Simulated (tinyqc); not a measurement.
Inside a calculation: Boltzmann transport in a parabolic band with a power-law relaxation time. Values are carried at full precision from step to step, so a last printed digit may differ when a step is redone from the rounded ones.

F_j(eta) = (1/Gamma(j + 1)) integral_0^infinity x^j dx/(1 + exp(x - eta)), which tends to exp(eta) for eta << 0.

n = N F_1/2(eta) with N = 2 (m kB T/(4 pi c))^(3/2) with c = hbar^2/2m0, in 1/angstrom^3; times 1e24 for 1/cm^3, m = md.

Constants: hbar^2/2m0 = 3.80998211 eV angstrom^2; kB = 8.617333262e-05 eV/K.

Parameters, chosen for this exercise (masses near those of Si; tau0 is set for a mobility of the usual size at this n, kL is a free input; freeze-out and phonon drag, which matter near 77 K, are left out; the results hold for these values, not for the real material): n = 2.2e+17 1/cm^3 (electron density); md = 1.065 m0 (density-of-states mass); T = 300 K; r = 0.5 (exponent of tau); tau0 = 33 fs (tau at E = kT); mc = 0.2596 m0 (conductivity mass); kL = 36 W/(m K) (lattice thermal conductivity).

## Reduced Fermi level

Solve for eta.

N = 2.758e+19 1/cm^3
eta = -4.8284

## Integrals for r = 0.5 (polar optical or piezoelectric scattering)

tau = tau0 x^r with x = E/kT. With K_j = Gamma(j + 1) F_j(eta): <tau> = tau0 (r + 3/2) K_(r+1/2)/((3/2) K_(1/2)); mu = <tau>/(mc m0/e), m0/e = 5.685630e-12 kg/C; Hall factor rH = (3/2) K_(1/2) (2r + 3/2) K_(2r+1/2)/((r + 3/2) K_(r+1/2))^2; Seebeck S = -(kB/e) [(r + 5/2) K_(r+3/2)/((r + 3/2) K_(r+1/2)) - eta]; Lorenz number L = (kB/e)^2 [(r + 7/2) K_(r+5/2)/((r + 3/2) K_(r+1/2)) - ((r + 5/2) K_(r+3/2)/((r + 3/2) K_(r+1/2)))^2]; kB/e in V/K. Valley anisotropy is left out of rH.

Evaluate F_j and K_j for j = 1/2, r + 1/2, r + 3/2, r + 5/2 and 2r + 1/2 (each value once).

F_j and K_j:
```
j          F_j        K_j
0.5  0.0079768  0.0070692
1.0  0.0079833  0.0079833
2.0  0.0079913   0.015983
3.0  0.0079953   0.047972
1.5  0.0079880   0.010619
```

## Transport coefficients

Form the ratios; u is the mean energy carried, in kT.

<tau>/tau0 = 1.506
rH = 1.104
u = 3.003
S = -674.9 microvolt/K
L = 2.228 1e-8 W ohm/K^2

The non-degenerate limits are rH = 1.104, u = r + 5/2 = 3 and L = (r + 5/2)(kB/e)^2 = 2.228; the degenerate ones are rH = 1 and L = 2.443.

## Mobility, conductivity and figure of merit

mu = <tau>/(mc m0/e) with m0/e = 5.685630e-12 kg/C; sigma = e n mu, e = 1.602176634e-19 C; Hall mobility rH mu; power factor S^2 sigma; ZT = S^2 sigma T/(kL + L sigma T), all in SI units.

mu = 337 cm^2/(V s)
Hall mobility = 372 cm^2/(V s)
sigma = 11.9 S/cm
power factor = 0.540 mW/(m K^2)
electronic thermal conductivity = 0.00793 W/(m K)
ZT = 0.0045

A Hall measurement read with rH = 1 would give a density of 1.99e+17 1/cm^3. Electrons carry 0.022 % of the heat. kL is far below that of crystalline Si, so ZT is too high for it.

## Checks

- Seebeck coefficient against direct integration over -df/dE (microvolt/K): both -674.9.

Run: tinyqc, `OMP_NUM_THREADS=1 python tinyqc.py 1681371 1681372 out.jsonl`; Intel(R) Xeon(R) Processor @ 2.30GHz, one thread, shared host; about 0.01 s of CPU time with all checks.
